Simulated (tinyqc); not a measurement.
Floating body of a partially depleted SOI transistor: body voltage and kink: one step of the calculation.

Source at 0 V. Channel current Ic = 2 nf K Vt^2 [F(0) - F(Vd)](1 + la Vd), F(V) = ln^2(1 + exp((Vg - VT - nf V)/(2 nf Vt))), VT = VT0 - gb Vb. Saturation voltage Vs = 2 Vt sqrt(F(0)) + 3 Vt, excess Ve = (Vd - Vs + sqrt((Vd - Vs)^2 + 0.0004 V^2))/2, multiplication M1 = Ai Ve exp(-Bl/Ve). Each junction passes D(v) = J1 (exp(v/Vt) - 1) + J2 (exp(v/(2 Vt)) - 1). Bipolar current Ib = bb J1 (exp(Vb/Vt) - 1). The body settles where M1 (Ic + Ib) = D(Vb) + D(Vb - Vd) + Vb/Rb; drain current Id = (1 + M1)(Ic + Ib) - D(Vb - Vd).

Problem. New Vb. Current into the body I_in = M1 (Ic + Ib) - D(Vb - Vd), current out I_out = D(Vb) + Vb/Rb; f = ln(I_in/I_out), s = df/dVb by central differences over 1e-5 V, Vb(new) = Vb - f/s.

Values chosen for this exercise; values of the order met in partially depleted silicon-on-insulator transistors:
- T = 358 K (temperature)
- VT0 = 0.5 V (threshold at zero body voltage)
- gb = 0.23 (fall of the threshold per volt of body voltage)
- nf = 1.44 (slope factor)
- K = 350 uA/(V^2 um) (gain factor per width)
- la = 0.04 1/V (channel-length modulation factor)
- Ai = 1.16 1/V (impact-ionisation prefactor)
- Bl = 4.2 V (impact-ionisation voltage)
- J1 = 3.6e-10 uA/um (diffusion saturation current of each junction)
- J2 = 1.1e-8 uA/um (recombination saturation current of each junction)
- bb = 1 (gain of the lateral bipolar transistor on the diffusion current)
- Rb = 1e9 kohm um (resistance of a weak body tie to the source (1e9 stands for no tie, and the term is then dropped))
- Vg = 1.04 V (gate voltage)
- Vd = 1.6 V (drain voltage)

Constants: q = 1.602176634e-19 C, kB = 1.380649e-23 J/K, Vt = kB T/q. Results are converted to the units shown.

Vb at the start = 0.6 V

Give: Ic; Ve; M1; I_in; I_out; f; s; Vb after iteration 1.

Solution.

Ic = 59.447 uA/um
Ve = 1.0367 V
M1 = 0.020922
I_in = 1.2459 uA/um
I_out = 0.10084 uA/um
f = 2.5140
s = -32.431 1/V
Vb after iteration 1 = 0.67752 V

Range of the model: The multiplication law is an empirical form chosen for the exercise; self-heating and capacitive coupling to the body are left out, and the linear laws are rough once Vb passes about 0.7 V or M1 about 0.1.

Computed by the program tinyqc: `OMP_NUM_THREADS=1 python tinyqc.py 2182263 2182264 out.jsonl`, one thread of a shared Intel Xeon 2.30GHz, about 0.2 s for the whole run.
